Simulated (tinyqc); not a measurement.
# Changing the quartic constant b

Model: one anharmonic mode: perturbation theory, self-consistent phonons and exact levels. Computed by tinyqc, a small Python program. Command: `OMP_NUM_THREADS=1 python tinyqc.py 3007493 3007494 out.jsonl scp sweep`. One thread of a shared host (Intel(R) Xeon(R) Processor @ 2.30GHz), about 0.06 s of CPU time with the checks.

V(x) = k x^2/2 + b x^4 for one coordinate x of mass M. A constant K > 0 gives hbar Omega = sqrt((hbar^2/u) K/M) with K in eV/angstrom^2 and M in u.

Inputs (values chosen for the exercise, for a model mode): mode mass M = 33.7 u; harmonic constant k = 17.5 eV/angstrom^2; temperature T = 370 K; mixing = 0.4.

Shape: single well.

Constants: hbar^2/u = 4.18015928e-03 eV angstrom^2; k_B = 8.617333262e-05 eV/K.

Method:
- Self-consistent phonon, centred at x = 0: K = k + 12 b <x^2>, <x^2> = (hbar Omega/(2K)) coth(hbar Omega/(2 k_B T)).
- Start at K = |k|; K(new) = K + mixing x (K_out - K), but at least K/20; stop when |K_out - K| < 1e-9 |k| or after 90 steps.
- Its free energy is F = k_B T ln[2 sinh(hbar Omega/(2 k_B T))] + (k - K)<x^2>/2 + 3 b <x^2>^2, an upper bound to the exact one.
- Basis: oscillator states n of the constant |k|, with x = s (a + a+), s^2 = hbar Omega/(2|k|); H = hbar Omega (n + 1/2) + (k - |k|) x^2/2 + b x^4, with exact matrix elements of x^2 and x^4.
- Exact values use 120 basis states: F = -k_B T ln sum exp(-E_n/(k_B T)), and <x^2> is the Boltzmann mean.

One run for each value; columns: (1) quartic constant b (eV/angstrom^4); (2) self-consistent quantum (meV); (3) E_1 - E_0 (meV); (4) self-consistent <x^2> (angstrom^2); (5) exact <x^2> (angstrom^2):
```
(1)       (2)     (3)        (4)        (5)
4.8    46.753  46.692  0.0021225  0.0021225
9.0    46.893  46.781  0.0021116  0.0021117
17.0   47.155  46.947  0.0020915  0.0020920
32.0   47.630  47.253  0.0020560  0.0020574
60.0   48.466  47.804  0.0019960  0.0019998
110.0  49.826  48.733  0.0019048  0.0019135
210.0  52.172  50.426  0.0017636  0.0017811
410.0  55.948  53.344  0.0015722  0.0016012
760.0  60.989  57.529  0.0013692  0.0014073
```

Describe and explain the trends.

Over the rows, self-consistent quantum (meV) rises from 46.8 to 61.0 (exponent d ln y / d ln x 0.0048 between the first rows and 0.14 between the last); E_1 - E_0 (meV) rises from 46.7 to 57.5 (exponent d ln y / d ln x 0.0030 between the first rows and 0.12 between the last); self-consistent <x^2> (angstrom^2) falls from 0.00212 to 0.00137 (exponent d ln y / d ln x -0.0082 between the first rows and -0.22 between the last). At the low end the exponent of self-consistent quantum is 0.00, close to 0: the mode is nearly harmonic. The self-consistent quantum is 1.00 times E_1 - E_0 in the first row and 1.06 in the last; it follows from the curvature averaged over the spread of x, not from the lowest spacing alone.

Extremes, crossings and ranges named in words are read from the listed rows.
